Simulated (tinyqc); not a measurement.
Capacitance of parallel on-chip lines from Laplace's equation on a mesh: one step of the calculation.

Cross-section of an endless row of equal lines between two grounded planes; neighbours are driven in antiphase (+1 V and -1 V), so the plane midway between two lines is at 0 V. By symmetry one quarter is solved: x runs from the centre of a line (column 0, mirror) to that midplane (column 3, 0 V), y from the mid-height of the line (row 0, mirror) to the ground plane (row 5, 0 V). The line fills columns 0 to 1 and rows 0 to 2 at 1 V. Cells beside the line (below row 2) have e2, cells above have e1. Each link between nodes has the conductance g = mean permittivity of the two cells beside it (a cell beyond a mirror counts as 0), and the free nodes obey sum g (V_neighbour - V) = 0.

Task. Relaxation sweep. One sweep visits the free nodes row by row from row 0, left to right, and replaces V by V + om (weighted mean of the neighbours - V), using new values at once.

Parameters, values chosen for the exercise: over-relaxation factor om = 1.2.

V at the start (V):
```
       col 0  col 1  col 2  col 3
row 0      1      1      0      0
row 1      1      1      0      0
row 2      1      1      0      0
row 3      0      0      0      0
row 4      0      0      0      0
row 5      0      0      0      0
```

gx:
```
       col 0  col 1  col 2
row 0      1      1      1
row 1      2      2      2
row 2   2.35   2.35   2.35
row 3    2.7    2.7    2.7
row 4    2.7    2.7    2.7
row 5   1.35   1.35   1.35
```

gy:
```
       col 0  col 1  col 2  col 3
row 0      1      2      2      1
row 1      1      2      2      1
row 2   1.35    2.7    2.7   1.35
row 3   1.35    2.7    2.7   1.35
row 4   1.35    2.7    2.7   1.35
```

Give: V after sweep 1.

Result.

V after sweep 1 (V):
```
        col 0   col 1   col 2   col 3
row 0  1.0000  1.0000  0.3000  0.0000
row 1  1.0000  1.0000  0.3900  0.0000
row 2  1.0000  1.0000  0.3996  0.0000
row 3  0.3000  0.3900  0.2369  0.0000
row 4  0.0900  0.1440  0.1143  0.0000
row 5  0.0000  0.0000  0.0000  0.0000
```

tinyqc, about 0.5 s, one thread, Intel Xeon 2.30GHz (shared host): `OMP_NUM_THREADS=1 python tinyqc.py 2790215 2790216 out.jsonl`
